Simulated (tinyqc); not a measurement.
Van der Pauw, Hall and four-point-probe measurements on a doped layer: two steps of the calculation.

A uniform p-type layer with sheet resistance Rs = 1/(q ns mu), point contacts, low field (mu B small).

Parameters, values chosen for the exercise:
```
symbol  value  unit                 meaning
rH       1.18                   Hall factor
B           2     T          magnetic field
I         100    uA                 current
t         210    nm  thickness of the layer
```

Constants: q = 1.602176634e-19 C. Results are converted to the units shown.

Problem 1. New z. The van der Pauw equation exp(-pi RA z) + exp(-pi RB z) = 1 is solved for z = 1/Rs: e1 = exp(-pi RA z), e2 = exp(-pi RB z), f = e1 + e2 - 1, f' = -pi (RA e1 + RB e2), z(new) = z - f/f'.

z after iteration 1 = 0.47936539 mS
RA = 181.76719 ohm
RB = 925.07797 ohm

Wanted: e1; e2; f; f'; z after iteration 2.

Solution 1.

e1 = 0.7605
e2 = 0.2483
f = 0.008827
f' = -1.156 kohm
z after iteration 2 = 0.4870 mS

Problem 2. Sheet density, mobility and bulk values. Rs = 1/z; Hall sheet density B I/(q |VH|); Hall mobility |VH|/(Rs B I); true values ns = rH times the Hall density, mu = Hall mobility/rH; bulk density ns/t, resistivity Rs t; correction factor F = Rs/[(pi/ln 2)(RA + RB)/2].

converged z = 0.48706170 mS
VH = 7.7526113 mV
RA = 181.76719 ohm
RB = 925.07797 ohm

Wanted: Rs; Hall sheet density; Hall mobility; ns; mu; bulk density; resistivity; F.

Solution 2.

Rs = 2053 ohm/square
Hall sheet density = 1.610e13 cm^-2
Hall mobility = 188.8 cm^2/(V s)
ns = 1.900e13 cm^-2
mu = 160.0 cm^2/(V s)
bulk density = 9.048e17 cm^-3
resistivity = 0.04312 ohm cm
F = 0.8185

tinyqc, about 0.03 s, one thread, Intel Xeon 2.30GHz (shared host): `OMP_NUM_THREADS=1 python tinyqc.py 2850215 2850216 out.jsonl`
